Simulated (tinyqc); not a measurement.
Schottky barriers and band offsets from neutrality levels: one step. The density of gap states that S implies. Three cases, with inputs chosen for the exercise.

Question. S and PhiN are those of material 1, from the metal contact. In the picture of a dipole layer, S = 1/(1 + 4 pi (e^2/4 pi eps0) D dl/ei) with D states per area and energy. The charge in the gap states is D (WM - PhiN) S electrons missing per area, and the dipole step is (1 - S)(WM - PhiN). 1 angstrom^-2 = 1e16 cm^-2.

Constants: e^2/(4 pi eps0) = 14.39964547 eV angstrom.

Case 1.

Values chosen: WM = 5.13 eV (work function of a metal); dl = 4.4 angstrom (width of the interface dipole layer); ei = 1.5 (its dielectric constant).

S = 0.040259
PhiN = 4.55000 eV

Case 2.

Values chosen: WM = 5.23 eV (work function of a metal); dl = 3.4 angstrom (width of the interface dipole layer); ei = 2 (its dielectric constant).

S = 0.333546
PhiN = 4.51000 eV

Case 3.

Values chosen: WM = 4.27 eV (work function of a metal); dl = 1.7 angstrom (width of the interface dipole layer); ei = 1 (its dielectric constant).

S = 0.082726
PhiN = 4.93000 eV

Give: D; electrons missing from the gap states (negative: in excess); dipole step.

Answer.

Case 1.

D = 4.491e+14 1/(cm^2 eV)
electrons missing from the gap states (negative: in excess) = 1.05e+13 cm^-2
dipole step = 0.557 eV

A surface holds about 1e15 atoms per cm^2, so 1.0 % of an electron per atom makes this step.

Case 2.

D = 6.495e+13 1/(cm^2 eV)
electrons missing from the gap states (negative: in excess) = 1.56e+13 cm^-2
dipole step = 0.480 eV

A surface holds about 1e15 atoms per cm^2, so 1.6 % of an electron per atom makes this step.

Case 3.

D = 3.605e+14 1/(cm^2 eV)
electrons missing from the gap states (negative: in excess) = -1.97e+13 cm^-2
dipole step = -0.605 eV

A surface holds about 1e15 atoms per cm^2, so 2.0 % of an electron per atom makes this step.

Computed by tinyqc, one run a case: `OMP_NUM_THREADS=1 python tinyqc.py N N+1 out.jsonl` with N = 1850713, 1850717, 1850729; one thread of a shared Intel(R) Xeon(R) Processor @ 2.30GHz, about 0.01 s a run at most.
